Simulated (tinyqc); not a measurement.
# Round nanowire with a gate all round, subbands and threshold shift from confinement: what changes with what

Undoped body with a flat potential across it, hard walls, transport along x. Three valley pairs (g = 2 each) with the longitudinal mass along x, y or z. Non-parabolicity enters the subband edges through E (1 + al E) = gamma, so E = 2 gamma/(1 + sqrt(1 + 4 al gamma)); motion within a subband is taken as parabolic with the band-edge mass. Energies are counted from the bulk band edge.

Values chosen for this exercise; masses close to those of silicon:
- T = 200 K (temperature)
- ml = 0.919 m0 (longitudinal mass)
- mt = 0.194 m0 (transverse mass)
- al = 0 1/eV (non-parabolicity)
- t = 3.3 nm (diameter)
- dl = 0.3 nm (widening of the box by penetration into the insulator)
- Cg = 3 uF/cm^2 (gate capacitance per area of interface)

Constants: q = 1.602176634e-19 C, kB = 1.380649e-23 J/K, hbar = 1.054571817e-34 J s, m0 = 9.1093837015e-31 kg, Vt = kB T/q, hbar^2/(2 m0) = 0.0380998212 eV nm^2. Results are converted to the units shown.

Each table varies one quantity; the others keep the values above.

## Confinement against the diameter

gamma = C (2 z/(t + dl))^2 (1/my + 1/mz)/2, z the zeros of the Bessel functions J_l (2.404826, 3.831706, 5.135622, 5.520078, ...), twofold for l > 0; the mean inverse mass is an approximation for anisotropic valleys, C = hbar^2/(2 m0). Each subband has N_k = g sqrt(2 mx m0 kB T/(pi hbar^2)); without degeneracy n = exp(EF/Vt) sum N_k exp(-E_k/Vt). Classical value Nc times pi t^2/4, Nc = sum over valleys of 2 g (m m0 kB T/(2 pi hbar^2))^1.5 with m = (mx my mz)^(1/3). Threshold shift dVT = Vt ln(classical value/sum N_k exp(-E_k/Vt)). With degeneracy n = sum N_k F((EF - E_k)/Vt), F(x) = (1/sqrt(pi)) int_0^infinity u^(-1/2) du/(1 + exp(u - x)); gate: Vg = EF + q n/(Cg P), P = pi t, summed over the 60 lowest subbands at most, with Vg counted from the value that would put EF at the bulk band edge of an empty body. The last two columns are for Vg = 0.6 V; sensitivity d(dVT)/dt by central differences between 0.99 and 1.01 times the value.

Confinement against the diameter:
```
t (nm)	E_1 (meV)	gap to the next edge (meV)	dVT (mV)	sensitivity (mV/nm)	n/P (cm^-2)	share of the lowest subband (%)
2	520.0	338.8	474.6	-435.0	1.993e12	50.00
2.7	305.7	199.1	270.6	-191.0	5.441e12	50.00
3.6	180.9	117.8	155.7	-83.27	7.370e12	49.79
4.7	110.0	71.68	93.76	-37.18	8.369e12	45.03
6.3	63.16	41.14	55.52	-14.99	9.156e12	32.68
8.4	36.35	23.68	35.11	-6.175	9.700e12	22.50
11	21.54	14.03	24.32	-2.764	1.007e13	15.44
15	11.75	7.655	17.07	-1.190	1.041e13	9.608
20	6.676	4.349	12.90	-0.5845	1.066e13	6.037
```

What does the table show?

As t grows from 2 to 20 nm, E_1 falls from 520 to 6.68 meV and dVT falls from 475 to 12.9 mV. E_1 goes as t^(-1.77) at the thin end (-2 for a parabolic band without penetration); a thickness error of 0.2 nm moves the threshold by 87 mV in the first row and 0.12 mV in the last. The charge per interface area rises from 1.99e12 to 1.07e13 cm^-2. For t = 2, 2.7 the body is too thin for bulk effective masses to be reliable. For t = 2.7, 3.6, 4.7, 6.3, 8.4, 11, 15, 20 the charge in the last two columns would bend the potential across the body by some 30 mV or more, which is left out.

## Charge and subband filling against gate voltage

Same model as above.

Each subband has N_k = g sqrt(2 mx m0 kB T/(pi hbar^2)). Cq = q dn/dEF.

Charge and subband filling against gate voltage:
```
Vg (V)	EF - E_1 (eV)	n (cm^-1)	n/P (cm^-2)	share of the lowest subband (%)	Cq/(Cg P)	total C/(Cg P)
0.06	-0.1523	970.3	9.359e8	49.98	0.002900	0.002891
0.18	-0.05025	3.490e5	3.366e11	49.98	1.005	0.5013
0.31	-0.01493	2.187e6	2.110e12	49.98	5.134	0.8370
0.43	0.001070	4.206e6	4.057e12	49.97	7.747	0.8857
0.56	0.01486	6.462e6	6.233e12	49.96	8.875	0.8987
0.69	0.02801	8.730e6	8.421e12	49.93	8.740	0.8973
0.81	0.04077	1.081e7	1.043e13	49.88	8.016	0.8891
0.94	0.05600	1.304e7	1.258e13	49.77	7.082	0.8763
1.06	0.07153	1.507e7	1.453e13	49.51	6.451	0.8658
```

What does the table show?

EF passes E_1 = 0.212 eV at Vg = 0.421 V. The share of the lowest subband falls from 50.0 to 49.5 % and the total capacitance goes from 0.00289 through a maximum of 0.899 (at Vg = 0.56 V among the rows listed) to 0.866 of Cg P. Between the last two rows 13 % of the added gate voltage goes into raising EF. For Vg = 0.43, 0.56, 0.69, 0.81, 0.94, 1.06 the charge would bend the potential across the body by some 30 mV or more, which is left out.

Range of the model: For the strongly anisotropic y and z valleys the mean inverse mass serves only for l = 0; pairs with l > 0 really split widely.

Computed by the program tinyqc: `OMP_NUM_THREADS=1 python tinyqc.py 2350116 2350117 out.jsonl`, one thread of a shared Intel Xeon 2.30GHz, about 0.2 s for the whole run.
